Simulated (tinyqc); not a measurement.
The internal displacement: deformation potentials from a strained empirical pseudopotential.

Diamond lattice, no spin-orbit coupling. Atomic form factor V(q) = a1 (q^2 - a2)/(a3 exp(a4 q^2) - 1) in rydberg with q in 1/bohr, for the unstrained cell. Under a strain e the reciprocal vectors and k go over into (1 + e)^(-1) G, the atoms sit at +/- tau with tau = (1 + e) a (1,1,1)/8 - zeta a (eyz, ezx, exy)/4, and H(G,G') = c |k + G|^2 delta + (V(q)/det(1 + e)) cos(q.tau), q = G - G', with the term q = 0 left out; c = hbar^2/2m0. The basis is fixed before straining: all G with |k + G|^2 up to 16 (2 pi/a)^2. k is given in units of 2 pi/a of the unstrained cell.

Constants: hbar^2/2m0 = 3.80998211 eV angstrom^2; Ry = 13.60569312 eV; a0 (Bohr radius) = 0.5291772105 angstrom.

Values chosen for the exercise (out of a larger set: near those of Si; not measured data): a = 5.426 angstrom (lattice constant); A = (0.542, 2.196, 2.065, 0.491) (a1 (Ry bohr^2), a2 (1/bohr^2), a3, a4 (bohr^2)); h = 0.001 (size of the test strain).

Xu of L (level 5, the lowest empty one) and d from exy = eyz = ezx = h for several zeta: Xu = [E(L [111]) - E(L [1-1-1])]/((8/3) h), d = (single valence level - pair)/(3 sqrt(3) h). zeta = 0 strains the bonds with the lattice; zeta = 1 keeps all four bond lengths equal to first order.

Results:

| zeta | Xu (L) (eV) | d (eV) |
|---|---|---|
| 0.00 | 11.04 | 0.64 |
| 0.25 | 11.46 | -1.64 |
| 0.50 | 11.88 | -3.93 |
| 0.75 | 12.30 | -6.21 |
| 1.00 | 12.73 | -8.49 |

Give the missing row, zeta = 0.60.

Computed row:
```
zeta  Xu (L) (eV)  d (eV)
0.60        12.05   -4.84
```

From zeta = 0 to 1, d goes from 0.64 to -8.49 eV and Xu (L) from 11.04 to 12.73 eV, both nearly linearly: the displacement is an optical-phonon mode, and d = d(0) - zeta d0/4 gives its deformation potential d0 = 37 eV. Leaving the relaxation out (zeta = 0 for 0.5) moves d by +4.57 eV, which reverses its sign, and Xu (L) by -0.84 eV. Tetragonal strain has no such freedom.

tinyqc: `OMP_NUM_THREADS=1 python tinyqc.py 1850097 1850098 out.jsonl`; about 0.2 s, one thread, shared Intel(R) Xeon(R) Processor @ 2.30GHz.
